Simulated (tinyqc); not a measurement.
From results back to parameters: effective work function and flat-band voltage of a metal/high-k/SiO2/Si stack with a dipole layer. Two cases, with inputs chosen for the exercise.

Problem. Three stacks with (t1, t2) = (8, 20), (30, 20) and (8, 60) angstrom have the flat-band voltages below. VFB = W0 - (chi + dEF) - 4 pi e2 [Q1 EOT + Q2 x2]/3.9 with x2 = t2 3.9/eps2, EOT = t1 + x2, e2 = e^2/4 pi eps0, 1 cm^-2 = 1e-16 angstrom^-2; W0 is the work function with the dipole step.

Constants: e^2/(4 pi eps0) = 14.39964547 eV angstrom.

Case 1.

Values chosen (out of a larger set: a stack on Si capped with a lanthanum-like oxide; not measured data): chi = 4.051 eV (electron affinity of the channel); dEF = 0.561 eV (Ec - EF in the channel); eps = (3.9, 16.5) (their dielectric constants).

VFB (V): -0.8148270  -0.9117984  -0.8661514

Case 2.

Values chosen (out of a larger set: a stack on Si capped with an yttrium-like oxide; not measured data): chi = 4.049 eV (electron affinity of the channel); dEF = 0.656 eV (Ec - EF in the channel); eps = (3.9, 24.3) (their dielectric constants).

VFB (V): -0.2245728  -0.2179380  -0.1779574

Find: Q1; Q2; W0.

Solution. The first two stacks differ in t1 alone and give Q1; the first and third give Q1 + Q2; W0 follows from any of them.

Case 1.

Q1 = 9.5e+11 e/cm^2
Q2 = 2.2e+11 e/cm^2
W0 = 3.858 eV

Case 2.

Q1 = -6.5e+10 e/cm^2
Q2 = -1.5e+12 e/cm^2
W0 = 4.455 eV

Computed by tinyqc, one run a case: `OMP_NUM_THREADS=1 python tinyqc.py N N+1 out.jsonl` with N = 1880329, 1880340; one thread of a shared Intel(R) Xeon(R) Processor @ 2.30GHz, about 0.01 s a run at most.
